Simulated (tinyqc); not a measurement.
Doping density: delta-doped layer in the Thomas-Fermi potential.

All donors ionised in the plane z = 0, zero temperature, energies from the Fermi level EF of the Thomas-Fermi model, which lies at the bulk band edge; c = hbar^2/2m0, q = e^2/(4 pi eps0). gv = 4 equivalent valleys, m_d = sqrt(m3^3/mz) in the plane. With n = (gv/3 pi^2)(m3 (-V)/c)^(3/2) and V'' = -(4 pi q/eps) n for z > 0, the solution is V = -b/(|z| + z0)^4 with sqrt(b) = 20/K, K = (4 pi q/eps)(gv/3 pi^2)(m3/c)^(3/2), and z0^5 = 4b/(e F0), e F0 = 2 pi q N/eps; 1e13/cm^2 = 1e-3/angstrom^2. Exchange and correlation are left out.

Subbands solve -(c/m_z) psi'' + V psi = E psi on 1280 points of spacing z0/80; up to ten levels for each group, kept if bound with an rms width below 2.5 z0.

Constants: hbar^2/2m0 = 3.80998211 eV angstrom^2; e^2/(4 pi eps0) = 14.39964547 eV angstrom.

Parameters, chosen for this exercise (near those of a delta-doped layer in Ge; the results hold for these values, not for the real material): m3 = 0.212 m0 (density-of-states mass of a valley); mz = 0.125 m0 (mass along z); eps = 16.1 (dielectric constant); Nl = (0.051, 0.1, 0.2, 0.36, 0.61, 1, 1.6) x 1e13/cm^2 (sheet densities).

The well, the lowest level and the filling anew; at zero temperature n_i = g m_d (mu - E_i)/(2 pi c), with mu fixed by sum n_i = N.

Results:
```
N (1e13/cm^2)  z0 (angstrom)  depth (eV)  lowest (eV)  next - lowest (eV)  occupied  share of lowest (%)
0.051                  107.0      0.0077      -0.0012                   -         1                100.0
0.10                    93.6      0.0131      -0.0024                   -         1                100.0
0.20                    81.4      0.0229      -0.0049                   -         1                100.0
0.36                    72.4      0.0366      -0.0088                   -         1                100.0
0.61                    65.2      0.0558      -0.0147                   -         1                100.0
1.0                     59.0      0.0829      -0.0238                   -         1                100.0
1.6                     53.7      0.1208      -0.0373                   -         1                100.0
```

The depth grows as N^(4/5) and z0 shrinks as N^(-1/5): factors 15.7 and 1.99 for 31 times the doping. The lowest level deepens faster, with exponent 0.99, since the zero-point energy takes a smaller share of a deeper well (84 % falling to 69 %). The number of occupied subbands stays at 1. Up to N = 0.2 the donor spacing exceeds 1.5 Bohr radii (one radius, a0 eps/m with the density-of-states mass, is 40 angstrom), where a uniform sheet is a crude picture of discrete donors (beyond about three radii electrons stay on single donors).

(tinyqc, `OMP_NUM_THREADS=1 python tinyqc.py 1252586 1252587 out.jsonl`, Intel(R) Xeon(R) Processor @ 2.30GHz, 1 thread, shared host, about 0.05 s.)
